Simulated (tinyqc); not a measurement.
# A finite superlattice with mass mismatch, transfer matrices: effects of single changes

One electron of energy E comes from the left lead (band edge 0); no transverse momentum. Parabolic bands, masses in units of m0, C = hbar^2/(2 m0); psi and psi'/m are continuous at every interface. N periods of a barrier d1 followed by a well Lw; the right lead equals the left one.

Inputs (values chosen for the exercise); masses and offsets of a made-up heterostructure: mass in the left lead mL = 0.032 m0; barrier height U1 = 0.19 eV; barrier mass m1 = 0.11 m0; barrier width d1 = 2.3 nm; well width (edge 0, mass mL) Lw = 9.4 nm; number of periods N = 6; electron energy E = 0.075 eV.

Constants: q = 1.602176634e-19 C, hbar = 1.054571817e-34 J s, m0 = 9.1093837015e-31 kg, hbar^2/(2 m0) = 0.0380998212 eV nm^2. Results are converted to the units shown.

Each table varies one quantity; the others keep the values above.

## Lowest miniband against d1

For the pair (psi, psi'/m) a flat layer has M = [[cos kd, (m/k) sin kd], [-(k/m) sin kd, cos kd]] with k = sqrt(m (E - U)/C) above its edge U, and M = [[cosh Kd, (m/K) sinh Kd], [(K/m) sinh Kd, cosh Kd]] with K = sqrt(m (U - E)/C) below it. With x(E) = (M11 + M22)/2 of one period, the lowest miniband of the infinite superlattice runs from x = 1 to x = -1, and the mass at its bottom is -2 C (dx/dE)/(d1 + Lw)^2.

Result of one run:
```
d1 (nm)  bottom (eV)  top (eV)  width (meV)  mass at the bottom (m0)
4.6          0.03484   0.03967        4.822                   0.1766
```

What becomes of these results when the barrier width d1 is changed from 4.6 to 3.1 nm, all else the same?

Result of the changed run:
```
d1 (nm)  bottom (eV)  top (eV)  width (meV)  mass at the bottom (m0)
3.1          0.03118   0.04437        13.20                  0.09029
```

The whole series:
```
d1 (nm)  bottom (eV)  top (eV)  width (meV)  mass at the bottom (m0)
1.1          0.01717   0.07130        54.13                  0.04366
1.6          0.02226   0.05968        37.42                  0.05130
2.1          0.02611   0.05235        26.24                  0.06112
2.6          0.02901   0.04757        18.56                  0.07381
3.1          0.03118   0.04437        13.20                  0.09029
3.6          0.03279   0.04220        9.417                   0.1118
4.1          0.03397   0.04071        6.734                   0.1399
4.6          0.03484   0.03967        4.822                   0.1766
```

The width falls from 54.1 to 4.82 meV, the bottom rises from 0.0172 to 0.0348 eV, and the mass at the bottom rises from 0.0437 to 0.177 m0 (well mass 0.032). Thicker barriers weaken the coupling between wells, which narrows the band and makes it heavier.

## Transmission against the number of periods

The matrices are multiplied with later layers to the left. With M acting on (psi, psi'/m) and v = k/m in each lead, T(E) = 4 vL vR/[(vL vR M12 - M21)^2 + (vR M11 + vL M22)^2]. x = (M11 + M22)/2 of one period. For |x| < 1 the energy lies in a miniband and cos(th) = x; for |x| > 1 it lies in a gap and cosh(g) = |x|. M^N = U_(N-1)(x) M - U_(N-2)(x) 1, with U_n = sin((n + 1) th)/sin th in a band and sign(x)^n sinh((n + 1) g)/sinh g in a gap.

Transmission against the number of periods:
```
N         T(E)  1/T(E) - 1
1      0.21814      3.5842
2     0.018195      53.960
3    0.0014104      708.04
4    1.0872e-4      9196.8
5    8.3777e-6    1.1936e5
6    6.4553e-7    1.5491e6
8    3.8326e-9    2.6092e8
10  2.2755e-11   4.3946e10
12  1.3510e-13   7.4019e12
16  4.7623e-18   2.0998e17
```

What does the comparison show?

Here x = -1.940. The energy lies in a gap with g = 1.28: T(E) falls from 0.218 to 4.76e-18, over the last four periods by 2.56 in ln T(E) a period, against 2 g = 2.56.

## Transmission against energy

Same model as above.

The last column is exp(-2 sum K d) over the layers with U > E.

Results:
```
E (eV)       T(E)  exp(-2 sum K d)
0.015   7.1024e-9        3.0189e-9
0.045     0.13320        1.7557e-8
0.075   6.4553e-7        1.2394e-7
0.104   4.9193e-7        1.0646e-6
0.134   2.6967e-5        1.5145e-5
0.164     0.26688        5.1989e-4
0.193     0.35091           1.0000
0.223     0.86508           1.0000
0.253   1.1010e-4           1.0000
0.312   1.0658e-5           1.0000
0.342   3.2627e-5           1.0000
```

Estimate the missing row, E = 0.283 eV.

Computed row:
```
E (eV)       T(E)  exp(-2 sum K d)
0.283   1.3309e-5           1.0000
```

With this row back in the table: T(E) runs from 7.10e-9 at 0.015 eV to 3.26e-5 at 0.342 eV; among the rows its largest value is 0.865 at 0.223 eV. Below the barriers it exceeds exp(-2 sum K d) by up to a factor of 7.59e6 (at 0.045 eV), which marks a resonance or miniband close to that energy.

Computed by the program tinyqc: `OMP_NUM_THREADS=1 python tinyqc.py 2560127 2560128 out.jsonl`, one thread of a shared Intel Xeon 2.30GHz, about 0.02 s for the whole run.
